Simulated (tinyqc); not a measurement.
Drift layer from breakdown voltage and on-resistance.

Inverse problem. An ideal drift layer with a triangular field at breakdown has BV = Ec W/2, N = eps0 eps_r Ec/(q W) and Ron = W/(q mu N). Find Ec, W and N.

Parameters, values chosen for the exercise: relative permittivity eps_r = 11.8; electron mobility of the drift layer mu = 1430 cm^2/(V s).

Constants: q = 1.602176634e-19 C, eps0 = 8.8541878128e-14 F/cm where lengths are in cm. Results are converted to the units shown.

BV = 131.02634 V
Ron = 1.2860634 mohm cm^2

Solution. Eliminating W and N gives Ron = 4 BV^2/(eps0 eps_r mu Ec^3), which yields Ec.

Ec = 329.4 kV/cm
W = 7.956 um
N = 2.700e15 cm^-3

Computed by the program tinyqc: `OMP_NUM_THREADS=1 python tinyqc.py 2120127 2120128 out.jsonl`, one thread of a shared Intel Xeon 2.30GHz, about 0.09 s for the whole run.
